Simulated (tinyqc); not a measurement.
# Quasi-harmonic thermal expansion with mode Grueneisen parameters, step by step

A worked calculation. Computed by tinyqc, a small Python program that keeps every step. Command: `OMP_NUM_THREADS=1 python tinyqc.py 3025540 3025541 out.jsonl qha walk`. One thread of a shared host (Intel(R) Xeon(R) Processor @ 2.30GHz), about 0.02 s of CPU time with the checks. Intermediate numbers are printed to about 5 digits and carried at full precision; extremes and crossings named in words are read from the listed rows.

A crystal with two atoms a cell; per atom there are 1 transverse acoustic (TA), 1/2 longitudinal acoustic (LA) and 3/2 optical (O) modes. Every frequency of group i scales as nu_i (V/V0)^(-gamma_i). Each group has one frequency. Static energy: E = (9 V0 B0/16) [y^3 B' + y^2 (2 - 4 y)], y = (V0/V)^(2/3) - 1, with pressure P_s = (3 B0/2) (z^7 - z^5) [1 + (3/4)(B' - 4)(z^2 - 1)], z = (V0/V)^(1/3).

Inputs (values chosen for the exercise, modelled on magnesium oxide):

| quantity | value | unit |
|---|---|---|
| static volume V0 | 9.34 | angstrom^3/atom |
| static bulk modulus B0 | 168 | GPa |
| static B' | 4.07 | - |
| frequency nu_TA | 8.73 | THz |
| frequency nu_LA | 13.3 | THz |
| frequency nu_O | 14.8 | THz |
| Grueneisen parameter gamma_TA | 1.4 | - |
| Grueneisen parameter gamma_LA | 1.6 | - |
| Grueneisen parameter gamma_O | 1.6 | - |
| temperature T | 800 | K |
| step factor f | 1 | - |

Acoustic groups: Einstein.

Constants: h x 1 THz = 4.135667696 meV; k_B = 8.617333262e-05 eV/K; 1 eV/angstrom^3 = 160.2176634 GPa.

## Mode groups at the static volume

For a mode with x = h nu/(k_B T), n = 1/(exp(x) - 1): U = h nu (n + 1/2), C/k_B = x^2 n (n + 1); U_i and C_i sum these over group i with its weight per atom. Phonon pressure P_ph = sum_i gamma_i U_i/V.

Groups:

| group | h nu_i/(k_B T) | U_i (meV) | C_i (k_B) | gamma_i C_i (k_B) |
|---|---|---|---|---|
| TA | 0.52372 | 70.507 | 0.97745 | 1.3684 |
| LA | 0.79787 | 36.279 | 0.47430 | 0.75888 |
| O | 0.88786 | 110.11 | 1.4052 | 2.2484 |

phonon pressure at V0 = 5.7112 GPa

## Grueneisen's estimate

gamma_th = sum gamma_i C_i / sum C_i; volume expansion coefficient alpha_V = gamma_th C k_B/(B0 V0); linear coefficient alpha_V/3; first-order volume change P_ph/B0.

heat capacity C at V0 = 2.8570 k_B/atom

gamma_th at V0 = 1.5316

linear expansion, Grueneisen estimate = 12.834 ppm/K

first-order volume change = 3.3995 %

The O group gives the largest part of the expansion.

## Equilibrium volume by iteration

Start at V0 and step V(new) = V [1 + f (P_s + P_ph)/B0]; stop when |P_s + P_ph| < 1e-8 GPa, after 60 steps, or when V leaves 0.7 to 1.3 V0.

Iterations:

| step | V (angstrom^3) | P_s + P_ph (GPa) |
|---|---|---|
| 0 | 9.3400 | 5.7112e+00 |
| 1 | 9.6575 | 2.5044e-01 |
| 2 | 9.6719 | 2.3935e-02 |
| 3 | 9.6733 | 2.3454e-03 |
| 4 | 9.6734 | 2.3037e-04 |
| 5 | 9.6734 | 2.2632e-05 |
| 6 | 9.6734 | 2.2236e-06 |
| 7 | 9.6734 | 2.1846e-07 |
| 8 | 9.6734 | 2.1463e-08 |
| 9 | 9.6734 | 2.1087e-09 |

converged (1 yes, 0 no) = 1

volume V(T) = 9.6734 angstrom^3/atom

Converged at step 9; the volume lies +3.570 % from V0.

## Properties at the equilibrium volume

B_T = -V d(P_s + P_ph)/dV at fixed T (central difference, step 1e-4 V); alpha_V = sum gamma_i C_i k_B/(B_T V), all at V(T); the linear coefficient is alpha_L = alpha_V/3. C_P - C_V = alpha_V^2 B_T V T; the optical frequency is nu_O (V/V0)^(-gamma_O).

volume change from V0 = 3.5700 %

isothermal bulk modulus B_T = 151.49 GPa

linear expansion coefficient = 13.813 ppm/K

C_V = 2.8714 k_B/atom

C_P - C_V = 0.14581 k_B/atom

optical frequency at V(T) = 13.992 THz

B_T lies -9.82 % from the static B0, and the Grueneisen estimate at V0 differs from this expansion coefficient by -7.1 %.

## Zero-point expansion

At T = 0, U_i is the zero-point energy (h nu/2 a mode); solve P_s + P_ph = 0.

volume at T = 0 = 9.4551 angstrom^3/atom

zero-point volume change = 1.2323 %

## Expansion against temperature

V(T) solves P_s + P_ph = 0. The Grueneisen estimate uses C_i, V0 and B0 at the static volume; gamma_th = sum gamma_i C_i / sum C_i is taken at V(T).

Quasi-harmonic results:

| T (K) | V/V0 - 1 (%) | B_T (GPa) | alpha_L (ppm/K) | alpha_L, Grueneisen estimate | gamma_th |
|---|---|---|---|---|---|
| 20 | 1.2323 | 164.92 | 0.000 | 0.000 | 1.4000 |
| 40 | 1.2323 | 164.92 | 0.015 | 0.013 | 1.4018 |
| 70 | 1.2339 | 164.89 | 0.459 | 0.422 | 1.4226 |
| 100 | 1.2432 | 164.77 | 1.683 | 1.581 | 1.4544 |
| 150 | 1.2895 | 164.27 | 4.458 | 4.256 | 1.4905 |
| 220 | 1.4214 | 163.17 | 7.717 | 7.428 | 1.5120 |
| 300 | 1.6399 | 161.66 | 10.004 | 9.631 | 1.5217 |
| 450 | 2.1535 | 158.65 | 12.096 | 11.555 | 1.5282 |
| 700 | 3.1465 | 153.54 | 13.490 | 12.641 | 1.5313 |
| 1000 | 4.4483 | 147.43 | 14.313 | 13.065 | 1.5324 |

alpha_L is positive throughout. gamma_th moves from 1.40, near gamma_TA = 1.4, to 1.53, near the average over all modes, 1.53, as the stiffer groups take up their share of C. B_T changes by -10.6 % over the table, and at the highest T the estimate at fixed V0 and B0 is off by -8.7 %. Rows with a volume change above 4 % are beyond the safe range of the quasi-harmonic model. In the coldest rows alpha_L is far too small in size, since one frequency a group leaves out the long acoustic waves.

Checks made by the program: zero of the pressure against the minimum of F(V) = E + F_ph (relative difference 9e-09); alpha against the slope of V(T) (relative difference 5e-08).
